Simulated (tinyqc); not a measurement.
Worked calculation: Hubbard chain of 4 sites. One step of it, computed by the program tinyqc.

Problem. Mean-field iteration 2. H(up) = T + U n(down), H(down) = T + U n(up); fill the lowest levels; n(new) = n + mixing (n(out) - n); E = tr T (rho up + rho down) + U sum n_up n_down of the output.

one-body matrix (hopping and site energies) (eV), lower triangle:
```
           1          2          3         4
1   0.000000
2  -0.920000   0.000000
3   0.000000  -0.920000   0.000000
4   0.000000   0.000000  -0.920000  0.000000
```

U = 11.300000 eV

electrons, up and down: 2  2

mixing = 1

n(up) after iteration 1: 1 0.983354, 2 0.032435, 3 0.967565, 4 0.016646

n(down) after iteration 1: 1 0.016646, 2 0.967565, 3 0.032435, 4 0.983354

Give: levels, up; levels, down; energy; n(up) after iteration 2; n(down) after iteration 2.

Solution.

levels, up (eV): 0.068  0.253  11.047  11.232

levels, down (eV): 0.068  0.253  11.047  11.232

energy = -0.447 eV

n(up) after iteration 2: 1 0.993, 2 0.014, 3 0.986, 4 0.007

n(down) after iteration 2: 1 0.007, 2 0.986, 3 0.014, 4 0.993
